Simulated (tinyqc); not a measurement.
Inside a calculation: model-solid line-up of a strained alloy layer on a substrate. Values are carried at full precision from step to step, so a last printed digit may differ when a step is redone from the rounded ones.

All values of the alloy are linear in x but the gap, Eg(x) = (1 - x) Eg_A + x Eg_B - C x (1 - x), and the valence edge, Ev(x) = (1 - x) Ev_A + x Ev_B + fv C x (1 - x); Ec = Ev + Eg. Ev is the top of the unstrained valence band on a scale common to all materials. In the layer only the Gamma valley of the conduction band is followed, also where an X or L valley would lie lower.

Inputs chosen for the exercise (A near GaP, B near GaAs, substrate near GaAs; not measured data): a = (5.449, 5.647) angstrom (lattice constant of A, B); Eg = (2.857, 1.539) eV (gap at Gamma to the s-like level of A, B); Dso = (0.079, 0.345) eV (spin-orbit splitting of A, B); Ev = (-1.27, -0.79) eV (top of the unstrained valence band of A, B); ac = (-8.22, -7.2) eV (conduction deformation potential of A, B); av = (1.69, 1.16) eV (valence hydrostatic potential of A, B); b = (-1.58, -2.01) eV (tetragonal shear potential of A, B); d = (-4.61, -4.85) eV (trigonal shear potential of A, B); C11 = (142.4, 123.5) GPa (of A, B); C12 = (61.2, 56.6) GPa (of A, B); C44 = (69.4, 59.3) GPa (of A, B); C = 0.211 eV (bowing of the gap); fv = 0.2 (share of the bowing taken by the valence edge); x = 0.54 (fraction of B); a_s = 5.647 angstrom (substrate); face = 111 (growth face); Eg_s = 1.539 eV (lowest gap of the substrate); Ev_s = -0.79 eV (substrate valence edge); e14 = -0.13 C/m^2 (piezoelectric constant of the layer); eps = 12.4 (dielectric constant); Lw = 10 nm (thickness of the layer).

## Values of the alloy

Interpolate.

Alloy at x (a in angstrom, C11, C12, C44 in GPa, all else in eV):
```
symbol,value
a,5.5559
Eg,2.0929
Dso,0.2226
Ev,-1.0003
ac,-7.6692
av,1.4038
b,-1.8122
d,-4.7396
C11,132.1940
C12,58.7160
C44,63.9460
```

## Strain on the (111) substrate

Coherent growth on a (111) face: e_par = (a_s - a)/a, e_perp = -(2 C11 + 4 C12 - 4 C44)/(C11 + 2 C12 + 4 C44) e_par; exx = eyy = ezz = (2 e_par + e_perp)/3 and exy = eyz = ezx = (e_perp - e_par)/3.

Use the values of the alloy.

e_par = 0.016393
e_perp = -0.007897

strain tensor in the cubic axes:
```
,x,y,z
x,0.008297,-0.008097,-0.008097
y,-0.008097,0.008297,-0.008097
z,-0.008097,-0.008097,0.008297
```

The layer is under tension in the plane; its volume changes by +2.489 %.

## Strained band edges

Strained edges: Ec + ac tr(e); the valence edges are Ev plus the levels of the 6 x 6 matrix of X, Y, Z times spin with -Dso/3 + l exx + m (eyy + ezz) on the diagonal (cyclic), n exy off it, l = av + 2 b, m = av - b, n = sqrt(3) d. Spin-orbit term (Dso/3) L.sigma on X, Y, Z with (L_k)_ij = -i epsilon_kij: <X+|H|Y+> = -i Dso/3, <X+|H|Z-> = Dso/3, <Y+|H|Z-> = -i Dso/3, <Z+|H|X-> = -Dso/3, <Z+|H|Y-> = i Dso/3, <X-|H|Y-> = i Dso/3, and their conjugates; + and - are the spin along z.

Give the hydrostatic shifts, the strain block and the edges.

ac tr(e), av tr(e) (eV): -0.1909  0.0349

strain block (eV):
```
,X,Y,Z
X,0.0349,0.0665,0.0665
Y,0.0665,0.0349,0.0665
Z,0.0665,0.0665,0.0349
```

Ec and the three valence edges from the top (eV): 0.9017  -0.8710  -1.0318  -1.2159

strained gap = 1.7727 eV

Strain moves the gap by -320 meV: -226 meV from the volume and -94 meV from the splitting of the valence edge, which always raises the top.

## Offsets against the substrate material

dEc = Ec(substrate) - Ec(layer), dEv = Ev(layer) - Ev(substrate); positive values confine the carrier in the layer. Type I: both of one sign; type II: opposite signs; type III: the gaps do not overlap.

Give also the smallest gap across the interface, min Ec - max Ev.

dEc = -0.1527 eV
dEv = -0.0810 eV

type: I

smallest gap = 1.5390 eV

Both carriers collect in the substrate material; the conduction band takes 65 % of the gap difference. Where the alloy is indirect its X or L edge, left out, lies lower and changes dEc.

## Piezoelectric polarisation

P_x = 2 e14 eyz and cyclic. The field along the normal n of the (111) face is -P.n/(eps eps0) in a layer between thick unstrained barriers, eps0 = 8.8541878e-12 F/m; 1 kV/cm = 1e5 V/m.

P (C/m^2): 0.002105  0.002105  0.002105

P.n = 0.003646 C/m^2
field along n = -332.1 kV/cm
potential drop across the layer = 332.1 mV

The drop of 332 meV tilts both band edges, pulls electrons and holes to opposite faces and lowers the transition; a (001) layer has no shear and no such field.

Program tinyqc; command `OMP_NUM_THREADS=1 python tinyqc.py 1050466 1050467 out.jsonl`; about 0.01 s on one thread of a shared Intel(R) Xeon(R) Processor @ 2.30GHz.
